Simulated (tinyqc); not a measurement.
Inside a calculation. Method: coupled-perturbed Hartree-Fock on RHF in the 3-21g basis, for H-, spin multiplicity 1. The basis has no diffuse functions, so it cannot describe the extra electron: this is an exercise in the method, not the real anion. The polarisability along this axis is zero because the basis has no function that the field can mix in; the real value is not. Computed by tinyqc, a small Python program that keeps every step (integrals from PySCF). Settings: charge = -1, multiplicity = 1, basis = 3-21g, method = RHF, energy threshold = 1e-10, iteration cap = 74, orthogonalisation = symmetric, start = atomic densities, DIIS depth = 6. Command: `OMP_NUM_THREADS=1 python tinyqc.py 23846 23847 out.jsonl` (the two numbers bound the seeds that draw the settings). One thread of a shared host (Intel(R) Xeon(R) Processor @ 2.60GHz), about 0.1 s of CPU time with the checks. The early iterations of the SCF are left out here.

## One-electron integrals

Geometry (angstrom):

| atom | x | y | z |
|---|---|---|---|
| H | 0.000000 | 0.000000 | 0.000000 |

Basis 3-21g: exponents (1/bohr^2) and contraction coefficients of normalised primitives:

| element | l (shell) | exponent | coefficient |
|---|---|---|---|
| H | s (1) | 5.447178 | 0.156285 |
| H | s (1) | 0.824547 | 0.904691 |
| H | s (2) | 0.183192 | 1.000000 |

Overlap, kinetic and nuclear-attraction integrals over the contracted functions; the nuclear repulsion is the sum of Za Zb / Rab.

nuclear repulsion = 0 hartree

overlap S:
```
          1H 1s     1H 2s
1H 1s  1.000000  0.645899
1H 2s  0.645899  1.000000
```

kinetic energy T (hartree):
```
          1H 1s     1H 2s
1H 1s  1.549405  0.293152
1H 2s  0.293152  0.274788
```

nuclear attraction V (hartree):
```
           1H 1s      1H 2s
1H 1s  -1.720918  -0.782663
1H 2s  -0.782663  -0.683004
```

core Hamiltonian H = T + V (hartree):
```
           1H 1s      1H 2s
1H 1s  -0.171513  -0.489511
1H 2s  -0.489511  -0.408216
```

## Two-electron integrals

Functions are numbered as in S; the eight-fold symmetry (ij|kl) = (ji|kl) = (kl|ij) leaves the list below.

Two-electron integrals (ij|kl) in chemists' order, unique and non-zero (hartree):
```
(11|11) 1.140145   (21|11) 0.611403   (21|21) 0.345152   (22|11) 0.626370
(22|21) 0.380329   (22|22) 0.482957
```

## Orthogonalisation

S = U s U^T; symmetric (Loewdin) form X = U s^(-1/2) U^T, so that X^T S X = 1.

eigenvalues of S: 0.354101  1.645899

X:
```
           1H 1s      1H 2s
1H 1s   1.229980  -0.450512
1H 2s  -0.450512   1.229980
```

## Iteration 9 (converged): orbitals

converged F (hartree):
```
           1H 1s      1H 2s
1H 1s   0.754879  -0.113830
1H 2s  -0.113830   0.116972
```

Diagonalise F' = X^T F X, C = X C', fill 1 alpha and 1 beta electrons from the bottom; D = 2 C_occ C_occ^T. Each column has its largest component positive (the first on a tie).

F' = X^T F X (hartree):
```
           1          2
1   1.291910  -0.678421
2  -0.678421   0.456323
```

orbital energies (hartree): MO1 0.077369, MO2 1.670864

coefficients C:
```
            MO1        MO2
1H 1s  0.206501   1.293510
1H 2s  0.854116  -0.993125
```

D after iteration 9:
```
          1H 1s     1H 2s
1H 1s  0.085286  0.352752
1H 2s  0.352752  1.459030
```

## Convergence

Stop when the energy changes by less than 1e-10 hartree and every element of the error matrix X^T (F D S - S D F) X is below 3e-06.

Course of the cycle:

| iteration | E (hartree) | change | largest element of the error matrix |
|---|---|---|---|
| 1 | -0.29647995 | - | 5.38e-01 |
| 2 | -0.39911332 | -1.03e-01 | 6.04e-02 |
| 3 | -0.40041981 | -1.31e-03 | 1.03e-03 |
| 4 | -0.40042012 | -3.06e-07 | 4.63e-04 |
| 5 | -0.40042017 | -4.49e-08 | 2.99e-04 |
| 6 | -0.40042018 | -1.46e-08 | 2.21e-04 |
| 7 | -0.40042019 | -6.52e-09 | 1.76e-04 |
| 8 | -0.40042020 | -1.11e-08 | 9.36e-07 |
| 9 | -0.40042020 | -3.16e-13 | 5.81e-09 |

PySCF RHF in the same basis = -0.40042020 hartree

Converged in 9 iterations.

## Integrals over molecular orbitals

(pq|rs) = sum C_ip C_jq C_kr C_ls (ij|kl), one index at a time.

one-electron integrals over orbitals h = C^T H C (hartree):
```
           1          2
1  -0.477790  -0.139972
2  -0.139972   0.568075
```

Two-electron integrals over orbitals (pq|rs), unique and non-zero (hartree):
```
(11|11) 0.555159   (21|11) 0.139972   (21|21) 0.137755   (22|11) 0.620272
(22|21) 0.250869   (22|22) 0.823223
```

## Response to a field: uncoupled start

dipole integrals <a|z|i> (bohr):
```
          i1
a2  0.000000
```

Field along z; U_ai = -mu_ai / (e_a - e_i), alpha = -4 sum U_ai mu_ai.

uncoupled U:
```
          i1
a2  0.000000
```

uncoupled polarisability = 0.000000 bohr^3

## Coupled step 1

U_ai = -(mu_ai + sum_bj [4 (ai|bj) - (ab|ij) - (aj|bi)] U_bj) / (e_a - e_i); alpha = -4 sum U_ai mu_ai.

U after step 1:
```
          i1
a2  0.000000
```

polarisability = 0.000000 bohr^3

## Coupled polarisability

Repeat until U stops changing; compare with -d2E/dF2.

Course of the coupled iterations:

| step | alpha (bohr^3) |
|---|---|
| 0 | 0.000000 |
| 1 | 0.000000 |

coupled polarisability = 0.000000 bohr^3

finite-field check, fields of +/-0.001 au = -2.22e-10 bohr^3
